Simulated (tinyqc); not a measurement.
Inside a calculation. Model: off-state leakage of single and stacked transistors.

tinyqc, about 0.03 s, one thread, Intel Xeon 2.30GHz (shared host): `OMP_NUM_THREADS=1 python tinyqc.py 2242035 2242036 out.jsonl` Printed values are rounded.

n-channel devices of unit width. Subthreshold current I(Vg, Vs, Vd) = I0 (T/300 K)^0.5 exp[(Vg - Vs - VT(T) - gb (Vs - Vb) + dd (Vd - Vs))/(nf Vt)] (1 - exp(-(Vd - Vs)/Vt)), VT(T) = VT - cT (T - 300 K). Gate-edge tunnelling Ig (Vd/1 V) exp(ag (Vd - 1 V)), for a gate at 0 V, and band-to-band leakage Ab u exp(-Bb/u), u = Vd - Vb + 1 V, flow at a drain held at V; both are taken as independent of T. In a stack of off transistors (all gates at 0 V) the same subthreshold current passes through each.

Values chosen for this exercise; values of the order met in bulk silicon logic transistors: temperature T = 330 K; supply voltage V = 0.7 V; threshold at 300 K, zero drain and body bias VT = 0.32 V; fall of the threshold with temperature cT = 0.9 mV/K; current at threshold at 300 K I0 = 0.74 uA/um; slope factor nf = 1.21; drain-induced lowering per volt dd = 0.18; rise of the threshold per volt of source-body bias gb = 0.23; gate-edge tunnelling current at 1 V Ig = 0.0002 uA/um; exponential slope of the gate current ag = 5.9 1/V; prefactor of band-to-band leakage at the drain Ab = 3 uA/(um V); its exponential voltage Bb = 29 V; body voltage Vb = 0 V.

Constants: q = 1.602176634e-19 C, kB = 1.380649e-23 J/K, Vt = kB T/q. Results are converted to the units shown.

## Leakage of one transistor

Vg = Vs = 0, Vd = V; effective threshold VT(T) - gb Vb - dd V.

effective threshold = 0.167 V
parts (nA/um): subthreshold 6.05525, gate edge 0.0238466, band-to-band 1.99075e-4
total = 6.07929 nA/um
shares (%): subthreshold 99.6045, gate edge 0.392260, band-to-band 0.00327464

The subthreshold part is the largest.

## Starting value

Vx = dd V/(1 + gb + 2 dd), the solution for Vx well above Vt, rounded to three decimals.

Vx at the start = 0.079 V

## Iteration 1: new Vx

Stack of two, Vx the node between them: I_low = I(0, 0, Vx), I_up = I(0, Vx, V), f = ln(I_up/I_low), f' = -(1 + gb + 2 dd)/(nf Vt) - 1/(Vt (exp(Vx/Vt) - 1)) - 1/(Vt (exp((V - Vx)/Vt) - 1)), Vx(new) = Vx - f/f'.

I_low = 0.220509 nA/um
I_up = 0.237804 nA/um
f = 0.0755096
f' = -48.5396 1/V
Vx after iteration 1 = 0.0805556 V

## Iteration 2: new Vx

As before.

I_low = 0.223095 nA/um
I_up = 0.223118 nA/um
f = 1.03598e-4
f' = -48.4077 1/V
Vx after iteration 2 = 0.0805578 V

## Course of the iteration

Stop when the step is below 1e-11 V, or after 40 iterations.

Course of the iteration:
```
iteration  Vx before the step (V)  step (V)
1                           0.079   1.56e-3
2                       0.0805556   2.14e-6
3                       0.0805578  3.89e-12
```

Converged in 3 iterations. The subthreshold current of the stack is 0.2231 nA/um, 27.1 times less than that of one transistor (the drain leakage is unchanged); the estimate exp[dd V (1 + gb + dd)/((1 + gb + 2 dd) nf Vt)] gives 25.7.
